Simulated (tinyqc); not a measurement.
Ion implantation: universal nuclear stopping, Lindhard-Scharff electronic stopping and a Gaussian range profile. Changing the mass of the ion at fixed atomic number. Computed by tinyqc, a small Python program. Command: `OMP_NUM_THREADS=1 python tinyqc.py 3031547 3031548 out.jsonl implant sweep`. One thread of a shared host (Intel(R) Xeon(R) Processor @ 2.30GHz), about 0.1 s of CPU time with the checks.

An ion slows by elastic collisions with screened nuclei and by friction with electrons; channelling is ignored and the target is uniform.

Inputs (values chosen for the exercise, modelled on fluorine ions in copper):
```
quantity                               value    unit
ion atomic number Z1                       9       -
target atomic number Z2                   29       -
target mass M2                         63.55       u
target density N                        84.9  1/nm^3
ion energy E                              95     keV
scale factor of electronic stopping k      1       -
```

Method:
- Reduced energy eps = 32.53 M2 E/(Z1 Z2 (M1 + M2)(Z1^0.23 + Z2^0.23)), E in keV; s_n = ln(1 + 1.1383 eps)/(2 (eps + 0.01321 eps^0.21226 + 0.19593 eps^0.5)) for eps up to 30 and ln(eps)/(2 eps) above; S_n = 8.462 Z1 Z2 M1 s_n/((M1 + M2)(Z1^0.23 + Z2^0.23)) in 1e-15 eV cm^2.
- S_e = k 3.83 Z1^(7/6) Z2/(Z1^(2/3) + Z2^(2/3))^(3/2) sqrt(E/M1) in 1e-15 eV cm^2, E in keV.
- Path length R = int_0^E dE'/(N (S_n + S_e)); energy lost to nuclei nu = int_0^E S_n/(S_n + S_e) dE' (both with E' = E y^3 and 64 Gauss-Legendre points in y).
- Estimates of Lindhard type: R_p = R/(1 + M2/(3 M1)), straggle dR_p = (2/3) R_p sqrt(M1 M2)/(M1 + M2).

One run for each value:
```
ion mass M1 (u)  projected range R_p (nm)  path length R (nm)  straggle dR_p (nm)  energy lost to nuclei nu (keV)
9.5                                 47.15               152.3               10.57                           28.19
12.0                                54.90               151.8               13.38                           34.47
15.1                                61.96               148.9               16.27                           41.06
19.0                                67.94               143.7               19.07                           47.80
23.9                                72.47               136.7               21.53                           54.39
30.2                                75.40               128.3               23.49                           60.71
38.0                                76.69               119.4               24.74                           66.32
```

What does the table show, and why?

Over the rows, projected range R_p (nm) rises from 47.1 to 76.7 (exponent d ln y / d ln x 0.65 between the first rows and 0.074 between the last); path length R (nm) falls from 152 to 119 (exponent d ln y / d ln x -0.013 between the first rows and -0.31 between the last); straggle dR_p (nm) rises from 10.6 to 24.7 (exponent d ln y / d ln x 1.0 between the first rows and 0.23 between the last). R_p/R goes from 0.31 to 0.64: a heavier ion is deflected less. The masses are formal and span far more than real isotopes.

Caution (rows 9.50, 12.0, 15.1, 19.0): the estimates of R_p and dR_p assume mainly nuclear stopping and an ion not much lighter than the target; here they are rough, and for light ions in heavy targets the straggle can be low by a factor of two or more.
